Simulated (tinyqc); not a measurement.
Hueckel theory of the pi electrons, for the molecule Clc1ccccc1 (SMILES; centres numbered as the heavy atoms are written), step by step. One step of it, computed by the program tinyqc.

Question. Orbitals. Diagonalise; E = alpha + x beta with beta < 0, so the largest x are filled first; degenerate levels share their electrons. P = sum n_i c_ri c_si; each orbital has its largest coefficient positive (the first on a tie).

Hueckel matrix in units of beta (H = alpha + beta A), order 1Cl, 2C, 3C, 4C, 5C, 6C, 7C:
$$\begin{pmatrix}
2.000000 & 0.400000 & 0.000000 & 0.000000 & 0.000000 & 0.000000 & 0.000000 \\
0.400000 & 0.000000 & 1.000000 & 0.000000 & 0.000000 & 0.000000 & 1.000000 \\
0.000000 & 1.000000 & 0.000000 & 1.000000 & 0.000000 & 0.000000 & 0.000000 \\
0.000000 & 0.000000 & 1.000000 & 0.000000 & 1.000000 & 0.000000 & 0.000000 \\
0.000000 & 0.000000 & 0.000000 & 1.000000 & 0.000000 & 1.000000 & 0.000000 \\
0.000000 & 0.000000 & 0.000000 & 0.000000 & 1.000000 & 0.000000 & 1.000000 \\
0.000000 & 1.000000 & 0.000000 & 0.000000 & 0.000000 & 1.000000 & 0.000000
\end{pmatrix}$$

pi electrons, sum of z_r less the charge = 8

Give: x values; occupations; coefficients; charge and bond-order matrix P.

Answer.

x values: [2.2005, 1.8743, 1.0000, 0.9497, -1.0000, -1.0177, -2.0068]

occupations: [2.0000, 2.0000, 2.0000, 2.0000, 0.0000, 0.0000, 0.0000]

coefficients, order 1Cl, 2C, 3C, 4C, 5C, 6C, 7C:
$$\begin{pmatrix}
0.7653 & 0.6013 & 0.0000 & 0.2124 & 0.0000 & -0.0765 & -0.0415 \\
0.3835 & -0.1890 & 0.0000 & -0.5578 & 0.0000 & 0.5771 & 0.4159 \\
0.2689 & -0.2974 & 0.5000 & -0.3074 & 0.5000 & -0.2784 & -0.4090 \\
0.2082 & -0.3684 & 0.5000 & 0.2659 & -0.5000 & -0.2938 & 0.4049 \\
0.1893 & -0.3931 & 0.0000 & 0.5599 & 0.0000 & 0.5774 & -0.4035 \\
0.2082 & -0.3684 & -0.5000 & 0.2659 & 0.5000 & -0.2938 & 0.4049 \\
0.2689 & -0.2974 & -0.5000 & -0.3074 & -0.5000 & -0.2784 & -0.4090
\end{pmatrix}$$

charge and bond-order matrix P, order 1Cl, 2C, 3C, 4C, 5C, 6C, 7C:
$$\begin{pmatrix}
1.9848 & 0.1228 & -0.0766 & -0.0113 & 0.0548 & -0.0113 & -0.0766 \\
0.1228 & 0.9879 & 0.6616 & 0.0024 & -0.3308 & 0.0024 & 0.6616 \\
-0.0766 & 0.6616 & 1.0104 & 0.6676 & -0.0086 & -0.3324 & 0.0104 \\
-0.0113 & 0.0024 & 0.6676 & 0.9995 & 0.6661 & -0.0005 & -0.3324 \\
0.0548 & -0.3308 & -0.0086 & 0.6661 & 1.0075 & 0.6661 & -0.0086 \\
-0.0113 & 0.0024 & -0.3324 & -0.0005 & 0.6661 & 0.9995 & 0.6676 \\
-0.0766 & 0.6616 & 0.0104 & -0.3324 & -0.0086 & 0.6676 & 1.0104
\end{pmatrix}$$
